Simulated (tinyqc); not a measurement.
Hall effect and magnetoresistance of several carrier groups with constant relaxation times: one step, computed by the program tinyqc. Command: `OMP_NUM_THREADS=1 python tinyqc.py 3024249 3024250 out.jsonl hall2 walk`. One thread of a shared host (Intel(R) Xeon(R) Processor @ 2.30GHz), about 0.01 s of CPU time with the checks.

Group 1 has charge -e and group 2 charge +e; s_i is that sign. B lies along z; mu B is formed with mu in m^2/(V s).

Problem. Limits of weak and strong field. Weak field: R_H(0) = sum s_i n_i mu_i^2/(e (sum n_i mu_i)^2); MR = c B^2 with c = n1 n2 mu1 mu2 (s1 mu1 - s2 mu2)^2/(n1 mu1 + n2 mu2)^2. With n1 = n2 and opposite charges R_H stays at R_H(0) and MR = mu1 mu2 B^2 at every field.

Inputs (values chosen for the exercise, for a model conductor):

| quantity | value | unit |
|---|---|---|
| density n1 | 2.7e+17 | 1/cm^3 |
| mobility mu1 | 71000 | cm^2/(V s) |
| density n2 | 2.7e+17 | 1/cm^3 |
| mobility mu2 | 13000 | cm^2/(V s) |
| magnetic field B | 3.4 | T |

Carriers: compensated semimetal. Densities: per volume.

Constants: e = 1.602176634e-19 C.

Give: R_H at weak field; coefficient c.

Solution.

R_H at weak field = -15.96 cm^3/C

coefficient c = 9.23 1/T^2

Caution: mu B is well above 1, where Landau quantisation, left out here, shows at low temperature.
